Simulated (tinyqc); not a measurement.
Ellipsometry and reflectance of a transparent film on an absorbing substrate: one step of the calculation.

Air (index 1), film, substrate with N2 = n2 - i k2; time factor exp(+i w t). q_j = sqrt(N_j^2 - sin^2 th), root with positive real part. Fresnel coefficients r_s = (q_a - q_b)/(q_a + q_b), r_p = (N_b^2 q_a - N_a^2 q_b)/(N_b^2 q_a + N_a^2 q_b). tan(Psi) exp(i Delta) = R_p/R_s, Delta taken from 0 to 360 degrees.

Task. Psi, Delta and reflectances. beta = 2 pi d q1/lam, X = exp(-2 i beta), R = (r01 + r12 X)/(1 + r01 r12 X) for p and s.

Parameters, values chosen for the exercise:

| symbol | value | unit | meaning |
|---|---|---|---|
| lam | 632.8 | nm | wavelength |
| d | 1.6 | nm | film thickness |

q1 = 2.1964286
r01,p = -0.058915993
r01,s = -0.73052823
r12,p = 0.21252864-0.00219121i
r12,s = -0.26331995+0.00241925i

Find: beta; X; R_p; R_s; Psi; Delta; |R_p|^2; |R_s|^2.

Result.

beta = 0.03489 rad
X = 0.9976-0.0697i
R_p = 0.1549-0.0174i
R_s = -0.8333+0.0068i
Psi = 10.59 degrees
Delta = 174.1 degrees
|R_p|^2 = 0.02428
|R_s|^2 = 0.6945

The bare substrate gives Psi = 10.57 and Delta = 179.23 degrees.

Computed by the program tinyqc: `OMP_NUM_THREADS=1 python tinyqc.py 2870157 2870158 out.jsonl`, one thread of a shared Intel Xeon 2.30GHz, about 0.01 s for the whole run.
